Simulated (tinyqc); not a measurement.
Energy and lattice constant: complex band structure along [001] in sp3s* tight binding.

For k = (0, 0, kz) the phase sums are g0 = cos(phi) and g3 = i sin(phi), phi = kz a/4, and the s, pz, s* orbitals of anion (a) and cation (c) decouple from px, py. With z = exp(i phi), H(z) = H0 + z T + T^T/z for any complex z. H0 is diagonal (Esa, Epa, Exa, Esc, Epc, Exc). The anion-cation block is B(z) = z U + W/z and the cation-anion block z W^T + U^T/z, where U has Vss/2 (s,s), Vsapc/2 (s,z), -Vscpa/2 (z,s), Vxx/2 (z,z), Vxapc/2 (s*,z), -Vpaxc/2 (z,s*), and W has the same values with the s-z and s*-z signs reversed. |z| = 1 is a band state, |z| < 1 decays along [001] as exp(-kappa d) over a distance d, kappa = -(4/a) ln|z|. No spin-orbit coupling.

Values chosen for the exercise (out of a larger set: near a published set for GaP, fitted to gaps, whose masses and valley positions are rough (light masses up to twice too heavy); not measured data):
- p = (-8.174, 1.125, -2.185, 4.144, 8.459, 7.201, -7.471, 2.139, 5.158, 4.296, 6.361, 4.674, 5.079) eV (order Esa, Epa, Esc, Epc, Exa, Exc, Vss, Vxx, Vxy, Vsapc, Vscpa, Vxapc, Vpaxc)
- a = 5.449 angstrom (lattice constant)
- dE = 1.04 eV (E - Ev)

The slowest root of the s-pz block and the heavy-hole branch, sinh^2(kappa a/4) = ((E - Epa)(E - Epc) - Vxx^2)/(Vxx^2 - Vxy^2), at E = Ev + dE with Ev the lower root of [[Epa, Vxx], [Vxx, Epc]]; the couplings are kept when a changes.

Results for these values:
```
case  slowest kappa (1/angstrom)  heavy-hole kappa (1/angstrom)
base                      0.1675                         0.3168
```

What happens to each result for dE = 1.07 eV, all else kept?

Answer: slowest kappa rises from 0.1675 to 0.1688; heavy-hole kappa rises from 0.3168 to 0.3200.

The same for each parameter in turn:
```
case                slowest kappa (1/angstrom)  heavy-hole kappa (1/angstrom)
base                                    0.1675                         0.3168
dE = 1.07 eV                            0.1688                         0.3200
a = 5.612 angstrom                      0.1627                         0.3076
```

With the couplings fixed, kappa a stays, so kappa scales as 1/a.

Program tinyqc; command `OMP_NUM_THREADS=1 python tinyqc.py 1482562 1482563 out.jsonl`; about 0.01 s on one thread of a shared Intel(R) Xeon(R) Processor @ 2.30GHz.
